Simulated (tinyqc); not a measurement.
## Bandgap voltage reference from two bipolar transistors: output against temperature

Two transistors of area 1 and N carry the same current I. Is(T) = Is (T/T0)^eta exp[(Vg0 q/kB)(1/T0 - 1/T)], VBE1 = Vt ln(I/Is(T)) + I rb, VBE2 = Vt ln(I/(N Is(T))) + I rb/N. The amplifier forces I R1(T) = VBE1 - VBE2 + Vos, with R(T) = R (1 + tc (T - T0)) for both resistors, and the output is Vref = VBE1 + I R2(T). Base currents and the Early effect are neglected.

Vt = kB T/q; I = (Vt ln N + Vos)/(R1(T) - rb (1 - 1/N)).

Inputs (values chosen for the exercise); values of the order met in silicon bipolar transistors:
- T0 = 300 K (reference temperature)
- Vg0 = 1.154 V (band-gap voltage extrapolated to 0 K)
- eta = 4 (temperature exponent of the saturation current)
- Is = 5.4e-17 A (saturation current of the unit transistor at T0)
- N = 4 (area ratio of the second transistor)
- R1 = 3.4 kohm (resistor across which the difference of VBE falls, at T0)
- tc = -1400 ppm/K (temperature coefficient of both resistors)
- Vos = 0.1 mV (offset of the amplifier)
- rb = 0 ohm (series resistance of the unit transistor)
- R2 = 51.27 kohm (output resistor at T0)

Constants: q = 1.602176634e-19 C, kB = 1.380649e-23 J/K. Results are converted to the units shown.

Result of one run:

| T (K) | I (uA) | VBE1 (V) | I R2 (V) | Vref (V) | Vref - Vref(T0) (mV) | dVref/dT (uV/K) |
|---|---|---|---|---|---|---|
| 423 | 17.99 | 0.4439 | 0.7635 | 1.207 | -6.697 | -74.40 |

What becomes of these results when the temperature T is changed from 423 to 298 K, all else the same?

Result of the changed run:

| T (K) | I (uA) | VBE1 (V) | I R2 (V) | Vref (V) | Vref - Vref(T0) (mV) | dVref/dT (uV/K) |
|---|---|---|---|---|---|---|
| 298 | 10.47 | 0.6758 | 0.5383 | 1.214 | 0.05348 | -26.16 |

The whole series:

| T (K) | I (uA) | VBE1 (V) | I R2 (V) | Vref (V) | Vref - Vref(T0) (mV) | dVref/dT (uV/K) |
|---|---|---|---|---|---|---|
| 218 | 6.897 | 0.8198 | 0.3942 | 1.214 | -0.03875 | 33.27 |
| 233 | 7.511 | 0.7932 | 0.4212 | 1.214 | 0.3577 | 19.81 |
| 253 | 8.368 | 0.7574 | 0.4573 | 1.215 | 0.5895 | 3.694 |
| 273 | 9.271 | 0.7213 | 0.4933 | 1.215 | 0.5177 | -10.58 |
| 298 | 10.47 | 0.6758 | 0.5383 | 1.214 | 0.05348 | -26.16 |
| 323 | 11.76 | 0.6299 | 0.5834 | 1.213 | -0.7719 | -39.52 |
| 348 | 13.14 | 0.5838 | 0.6284 | 1.212 | -1.906 | -50.87 |
| 373 | 14.63 | 0.5374 | 0.6734 | 1.211 | -3.300 | -60.40 |
| 398 | 16.24 | 0.4907 | 0.7185 | 1.209 | -4.911 | -68.21 |
| 423 | 17.99 | 0.4439 | 0.7635 | 1.207 | -6.697 | -74.40 |

VBE1 falls by 1.83 mV/K on average and I R2 rises by 1.80 mV/K. Between 233 and 398 K Vref spans 5.51 mV, or 27.5 ppm/K by the box method (span over the average over T, over 165 K).

Program tinyqc, `OMP_NUM_THREADS=1 python tinyqc.py 2062148 2062149 out.jsonl`; Intel Xeon 2.30GHz, shared host, one thread, about 0.02 s.
